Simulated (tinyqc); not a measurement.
UHF in the sto-3g basis, for H4, spin multiplicity 3, step by step. This run ends on a higher stationary point, not on the lowest solution. Computed by tinyqc, a small Python program that keeps every step (integrals from PySCF). Settings: charge = 0, multiplicity = 3, basis = sto-3g, energy threshold = 1e-08, iteration cap = 85, orthogonalisation = canonical, start = core, DIIS depth = 4, method = UHF. Command: `OMP_NUM_THREADS=1 python tinyqc.py 31653 31654 out.jsonl` (the two numbers bound the seeds that draw the settings). One thread of a shared host (Intel(R) Xeon(R) Processor @ 2.60GHz), about 0.09 s of CPU time with the checks. Later iterations appear only in the table of the cycle.

## One-electron integrals

Geometry (angstrom):
```
atom        x        y        z
H     0.00000  0.00000  0.00000
H     0.00000  0.00000  1.43300
H     0.00000  1.14200  0.00000
H     0.00000  1.14200  1.43300
```

Basis sto-3g: exponents (1/bohr^2) and contraction coefficients of normalised primitives:
```
element  l (shell)  exponent  coefficient
H            s (1)   3.42525      0.15433
H            s (1)   0.62391      0.53533
H            s (1)   0.16886      0.44463
```

Overlap, kinetic and nuclear-attraction integrals over the contracted functions; the nuclear repulsion is the sum of Za Zb / Rab.

nuclear repulsion = 2.2428952 hartree

overlap S, order 1H 1s, 2H 1s, 3H 1s, 4H 1s:
$$\begin{pmatrix}
1.00000 & 0.28238 & 0.41696 & 0.15600 \\
0.28238 & 1.00000 & 0.15600 & 0.41696 \\
0.41696 & 0.15600 & 1.00000 & 0.28238 \\
0.15600 & 0.41696 & 0.28238 & 1.00000
\end{pmatrix}$$

kinetic energy T (hartree), order 1H 1s, 2H 1s, 3H 1s, 4H 1s:
$$\begin{pmatrix}
0.76003 & 0.01603 & 0.06675 & -0.00706 \\
0.01603 & 0.76003 & -0.00706 & 0.06675 \\
0.06675 & -0.00706 & 0.76003 & 0.01603 \\
-0.00706 & 0.06675 & 0.01603 & 0.76003
\end{pmatrix}$$

nuclear attraction V (hartree), order 1H 1s, 2H 1s, 3H 1s, 4H 1s:
$$\begin{pmatrix}
-2.33768 & -0.59254 & -0.90728 & -0.33513 \\
-0.59254 & -2.33768 & -0.33513 & -0.90728 \\
-0.90728 & -0.33513 & -2.33768 & -0.59254 \\
-0.33513 & -0.90728 & -0.59254 & -2.33768
\end{pmatrix}$$

core Hamiltonian H = T + V (hartree), order 1H 1s, 2H 1s, 3H 1s, 4H 1s:
$$\begin{pmatrix}
-1.57765 & -0.57651 & -0.84053 & -0.34219 \\
-0.57651 & -1.57765 & -0.34219 & -0.84053 \\
-0.84053 & -0.34219 & -1.57765 & -0.57651 \\
-0.34219 & -0.84053 & -0.57651 & -1.57765
\end{pmatrix}$$

## Two-electron integrals

Functions are numbered as in S; the eight-fold symmetry (ij|kl) = (ji|kl) = (kl|ij) leaves the list below.

Two-electron integrals (ij|kl) in chemists' order, unique and non-zero (hartree):
```
(11|11) 0.77461   (21|11) 0.15435   (21|21) 0.04595   (22|11) 0.36015
(22|21) 0.15435   (22|22) 0.77461   (31|11) 0.24867   (31|21) 0.05469
(31|22) 0.13865   (31|31) 0.10744   (32|11) 0.07119   (32|21) 0.02201
(32|22) 0.07637   (32|31) 0.03187   (32|32) 0.01292   (33|11) 0.43429
(33|21) 0.10477   (33|22) 0.28699   (33|31) 0.24867   (33|32) 0.07637
(33|33) 0.77461   (41|11) 0.07637   (41|21) 0.02201   (41|22) 0.07119
(41|31) 0.03187   (41|32) 0.01270   (41|33) 0.07119   (41|41) 0.01292
(42|11) 0.13865   (42|21) 0.05469   (42|22) 0.24867   (42|31) 0.06003
(42|32) 0.03187   (42|33) 0.13865   (42|41) 0.03187   (42|42) 0.10744
(43|11) 0.10477   (43|21) 0.03143   (43|22) 0.10477   (43|31) 0.05469
(43|32) 0.02201   (43|33) 0.15435   (43|41) 0.02201   (43|42) 0.05469
(43|43) 0.04595   (44|11) 0.28699   (44|21) 0.10477   (44|22) 0.43429
(44|31) 0.13865   (44|32) 0.07119   (44|33) 0.36015   (44|41) 0.07637
(44|42) 0.24867   (44|43) 0.15435   (44|44) 0.77461
```

## Orthogonalisation

S = U s U^T; canonical form X = U s^(-1/2), so that X^T S X = 1. Each column of U has its largest component positive (the first on a tie).

eigenvalues of S: [0.45666, 0.70941, 0.97859, 1.85534]

X, order 1H 1s, 2H 1s, 3H 1s, 4H 1s:
$$\begin{pmatrix}
0.73990 & 0.59364 & 0.50544 & 0.36708 \\
-0.73990 & 0.59364 & -0.50544 & 0.36708 \\
-0.73990 & -0.59364 & 0.50544 & 0.36708 \\
0.73990 & -0.59364 & -0.50544 & 0.36708
\end{pmatrix}$$

## Starting guess

The start is the orbitals of the core Hamiltonian; D(s) = C_occ C_occ^T for each spin.

D(alpha) at the start, order 1H 1s, 2H 1s, 3H 1s, 4H 1s:
$$\begin{pmatrix}
0.74262 & 0.23168 & 0.03781 & -0.47313 \\
0.23168 & 0.74262 & -0.47313 & 0.03781 \\
0.03781 & -0.47313 & 0.74262 & 0.23168 \\
-0.47313 & 0.03781 & 0.23168 & 0.74262
\end{pmatrix}$$

D(beta) at the start, order 1H 1s, 2H 1s, 3H 1s, 4H 1s:
$$\begin{pmatrix}
0.13475 & 0.13475 & 0.13475 & 0.13475 \\
0.13475 & 0.13475 & 0.13475 & 0.13475 \\
0.13475 & 0.13475 & 0.13475 & 0.13475 \\
0.13475 & 0.13475 & 0.13475 & 0.13475
\end{pmatrix}$$

## Iteration 1: building the Fock matrix

J_ij = sum D_kl (ij|kl) with D = D(alpha) + D(beta), K_ij = sum D_kl (ik|jl) for each spin; F = H + J - K(s); E = tr D H + tr D J / 2 - 0.5 sum_s tr D(s) K(s) + E_nn.

Coulomb J (hartree), order 1H 1s, 2H 1s, 3H 1s, 4H 1s:
$$\begin{pmatrix}
1.85212 & 0.51934 & 0.77445 & 0.29585 \\
0.51934 & 1.85212 & 0.29585 & 0.77445 \\
0.77445 & 0.29585 & 1.85212 & 0.51934 \\
0.29585 & 0.77445 & 0.51934 & 1.85212
\end{pmatrix}$$

exchange K(alpha) (hartree), order 1H 1s, 2H 1s, 3H 1s, 4H 1s:
$$\begin{pmatrix}
0.68148 & 0.24502 & 0.35320 & 0.09426 \\
0.24502 & 0.68148 & 0.09426 & 0.35320 \\
0.35320 & 0.09426 & 0.68148 & 0.24502 \\
0.09426 & 0.35320 & 0.24502 & 0.68148
\end{pmatrix}$$

exchange K(beta) (hartree), order 1H 1s, 2H 1s, 3H 1s, 4H 1s:
$$\begin{pmatrix}
0.28523 & 0.19193 & 0.22264 & 0.16818 \\
0.19193 & 0.28523 & 0.16818 & 0.22264 \\
0.22264 & 0.16818 & 0.28523 & 0.19193 \\
0.16818 & 0.22264 & 0.19193 & 0.28523
\end{pmatrix}$$

F(alpha) (hartree), order 1H 1s, 2H 1s, 3H 1s, 4H 1s:
$$\begin{pmatrix}
-0.40701 & -0.30218 & -0.41928 & -0.14060 \\
-0.30218 & -0.40701 & -0.14060 & -0.41928 \\
-0.41928 & -0.14060 & -0.40701 & -0.30218 \\
-0.14060 & -0.41928 & -0.30218 & -0.40701
\end{pmatrix}$$

F(beta) (hartree), order 1H 1s, 2H 1s, 3H 1s, 4H 1s:
$$\begin{pmatrix}
-0.01076 & -0.24909 & -0.28871 & -0.21451 \\
-0.24909 & -0.01076 & -0.21451 & -0.28871 \\
-0.28871 & -0.21451 & -0.01076 & -0.24909 \\
-0.21451 & -0.28871 & -0.24909 & -0.01076
\end{pmatrix}$$

total energy of this density = -1.8552973 hartree

## Iteration 1: diagonalisation and new density

Diagonalise F' = X^T F X, C = X C', fill 3 alpha and 1 beta electrons from the bottom; D(s) = C_occ C_occ^T. Each column has its largest component positive (the first on a tie).

F' = X^T F X (alpha) (hartree):
$$\begin{pmatrix}
0.38071 & 0.00000 & 0.00000 & 0.00000 \\
0.00000 & -0.21048 & 0.00000 & 0.00000 \\
0.00000 & 0.00000 & -0.39191 & 0.00000 \\
0.00000 & 0.00000 & 0.00000 & -0.68401
\end{pmatrix}$$

orbital energies (alpha) (hartree): MO1 -0.68401, MO2 -0.39191, MO3 -0.21048, MO4 0.38071

coefficients C (alpha), order 1H 1s, 2H 1s, 3H 1s, 4H 1s:
$$\begin{pmatrix}
0.36708 & 0.50544 & 0.59364 & 0.73990 \\
0.36708 & -0.50544 & 0.59364 & -0.73990 \\
0.36708 & 0.50544 & -0.59364 & -0.73990 \\
0.36708 & -0.50544 & -0.59364 & 0.73990
\end{pmatrix}$$

F' = X^T F X (beta) (hartree):
$$\begin{pmatrix}
0.68438 & 0.00000 & 0.00000 & 0.00000 \\
0.00000 & 0.34307 & 0.00000 & 0.00000 \\
0.00000 & 0.00000 & 0.16772 & 0.00000 \\
0.00000 & 0.00000 & 0.00000 & -0.41129
\end{pmatrix}$$

orbital energies (beta) (hartree): MO1 -0.41129, MO2 0.16772, MO3 0.34307, MO4 0.68438

coefficients C (beta), order 1H 1s, 2H 1s, 3H 1s, 4H 1s:
$$\begin{pmatrix}
0.36708 & 0.50544 & 0.59364 & 0.73990 \\
0.36708 & -0.50544 & 0.59364 & -0.73990 \\
0.36708 & 0.50544 & -0.59364 & -0.73990 \\
0.36708 & -0.50544 & -0.59364 & 0.73990
\end{pmatrix}$$

D(alpha) after iteration 1, order 1H 1s, 2H 1s, 3H 1s, 4H 1s:
$$\begin{pmatrix}
0.74262 & 0.23168 & 0.03781 & -0.47313 \\
0.23168 & 0.74262 & -0.47313 & 0.03781 \\
0.03781 & -0.47313 & 0.74262 & 0.23168 \\
-0.47313 & 0.03781 & 0.23168 & 0.74262
\end{pmatrix}$$

D(beta) after iteration 1, order 1H 1s, 2H 1s, 3H 1s, 4H 1s:
$$\begin{pmatrix}
0.13475 & 0.13475 & 0.13475 & 0.13475 \\
0.13475 & 0.13475 & 0.13475 & 0.13475 \\
0.13475 & 0.13475 & 0.13475 & 0.13475 \\
0.13475 & 0.13475 & 0.13475 & 0.13475
\end{pmatrix}$$

## Iteration 2: building the Fock matrix

As before.

Coulomb J (hartree), order 1H 1s, 2H 1s, 3H 1s, 4H 1s:
$$\begin{pmatrix}
1.85212 & 0.51934 & 0.77445 & 0.29585 \\
0.51934 & 1.85212 & 0.29585 & 0.77445 \\
0.77445 & 0.29585 & 1.85212 & 0.51934 \\
0.29585 & 0.77445 & 0.51934 & 1.85212
\end{pmatrix}$$

exchange K(alpha) (hartree), order 1H 1s, 2H 1s, 3H 1s, 4H 1s:
$$\begin{pmatrix}
0.68148 & 0.24502 & 0.35320 & 0.09426 \\
0.24502 & 0.68148 & 0.09426 & 0.35320 \\
0.35320 & 0.09426 & 0.68148 & 0.24502 \\
0.09426 & 0.35320 & 0.24502 & 0.68148
\end{pmatrix}$$

exchange K(beta) (hartree), order 1H 1s, 2H 1s, 3H 1s, 4H 1s:
$$\begin{pmatrix}
0.28523 & 0.19193 & 0.22264 & 0.16818 \\
0.19193 & 0.28523 & 0.16818 & 0.22264 \\
0.22264 & 0.16818 & 0.28523 & 0.19193 \\
0.16818 & 0.22264 & 0.19193 & 0.28523
\end{pmatrix}$$

F(alpha) (hartree), order 1H 1s, 2H 1s, 3H 1s, 4H 1s:
$$\begin{pmatrix}
-0.40701 & -0.30218 & -0.41928 & -0.14060 \\
-0.30218 & -0.40701 & -0.14060 & -0.41928 \\
-0.41928 & -0.14060 & -0.40701 & -0.30218 \\
-0.14060 & -0.41928 & -0.30218 & -0.40701
\end{pmatrix}$$

F(beta) (hartree), order 1H 1s, 2H 1s, 3H 1s, 4H 1s:
$$\begin{pmatrix}
-0.01076 & -0.24909 & -0.28871 & -0.21451 \\
-0.24909 & -0.01076 & -0.21451 & -0.28871 \\
-0.28871 & -0.21451 & -0.01076 & -0.24909 \\
-0.21451 & -0.28871 & -0.24909 & -0.01076
\end{pmatrix}$$

total energy of this density = -1.8552973 hartree

## Iteration 2 (converged): orbitals

As before.

F' = X^T F X (alpha) (hartree):
$$\begin{pmatrix}
0.38071 & 0.00000 & 0.00000 & 0.00000 \\
0.00000 & -0.21048 & 0.00000 & 0.00000 \\
0.00000 & 0.00000 & -0.39191 & 0.00000 \\
0.00000 & 0.00000 & 0.00000 & -0.68401
\end{pmatrix}$$

orbital energies (alpha) (hartree): MO1 -0.68401, MO2 -0.39191, MO3 -0.21048, MO4 0.38071

coefficients C (alpha), order 1H 1s, 2H 1s, 3H 1s, 4H 1s:
$$\begin{pmatrix}
0.36708 & 0.50544 & 0.59364 & 0.73990 \\
0.36708 & -0.50544 & 0.59364 & -0.73990 \\
0.36708 & 0.50544 & -0.59364 & -0.73990 \\
0.36708 & -0.50544 & -0.59364 & 0.73990
\end{pmatrix}$$

F' = X^T F X (beta) (hartree):
$$\begin{pmatrix}
0.68438 & 0.00000 & 0.00000 & 0.00000 \\
0.00000 & 0.34307 & 0.00000 & 0.00000 \\
0.00000 & 0.00000 & 0.16772 & 0.00000 \\
0.00000 & 0.00000 & 0.00000 & -0.41129
\end{pmatrix}$$

orbital energies (beta) (hartree): MO1 -0.41129, MO2 0.16772, MO3 0.34307, MO4 0.68438

coefficients C (beta), order 1H 1s, 2H 1s, 3H 1s, 4H 1s:
$$\begin{pmatrix}
0.36708 & 0.50544 & 0.59364 & 0.73990 \\
0.36708 & -0.50544 & 0.59364 & -0.73990 \\
0.36708 & 0.50544 & -0.59364 & -0.73990 \\
0.36708 & -0.50544 & -0.59364 & 0.73990
\end{pmatrix}$$

D(alpha) after iteration 2, order 1H 1s, 2H 1s, 3H 1s, 4H 1s:
$$\begin{pmatrix}
0.74262 & 0.23168 & 0.03781 & -0.47313 \\
0.23168 & 0.74262 & -0.47313 & 0.03781 \\
0.03781 & -0.47313 & 0.74262 & 0.23168 \\
-0.47313 & 0.03781 & 0.23168 & 0.74262
\end{pmatrix}$$

D(beta) after iteration 2, order 1H 1s, 2H 1s, 3H 1s, 4H 1s:
$$\begin{pmatrix}
0.13475 & 0.13475 & 0.13475 & 0.13475 \\
0.13475 & 0.13475 & 0.13475 & 0.13475 \\
0.13475 & 0.13475 & 0.13475 & 0.13475 \\
0.13475 & 0.13475 & 0.13475 & 0.13475
\end{pmatrix}$$

## Convergence

Stop when the energy changes by less than 1e-08 hartree and every element of the error matrix X^T (F D S - S D F) X (for each spin) is below 3e-05.

Course of the cycle:
```
iteration  E (hartree)   change  largest element of the error matrix
1           -1.8552973        -                             1.12e-15
2           -1.8552973  0.00000                             4.88e-16
```

PySCF UHF in the same basis, after a stability check = -1.8565385 hartree

Converged in 2 iterations. But the solution lies 0.00124 hartree above the reference: it is another stationary point, not the lowest one. Reruns (cap 100 unless said): DIIS 8: converged in 2 to a higher stationary point; damping 0.5: converged in 2 to a higher stationary point; level shift 0.5: converged in 2 to a higher stationary point; atomic densities as start, DIIS 8: converged in 3 to a higher stationary point.

## Populations, bond orders and dipole

Mulliken: Z minus the diagonal of D S on the atom; Loewdin: the same with S^(1/2) D S^(1/2); Mayer order: 2 sum_s sum (D(s) S)_ij (D(s) S)_ji over the two atoms.

Charges (e):
```
atom  Mulliken  Loewdin  Mulliken spin
1H     0.00000        0        0.50000
2H           0        0        0.50000
3H           0        0        0.50000
4H     0.00000        0        0.50000
```

Mayer bond orders:
```
pair    order
2-1   0.25000
3-1   0.25000
3-2   0.25000
4-1   0.25000
4-2   0.25000
4-3   0.25000
```

dipole moment about the origin, x y z (debye): [0.00000, 0.00000, 0.00000]

<S^2> of the determinant (pure state: 2) = 2.00000
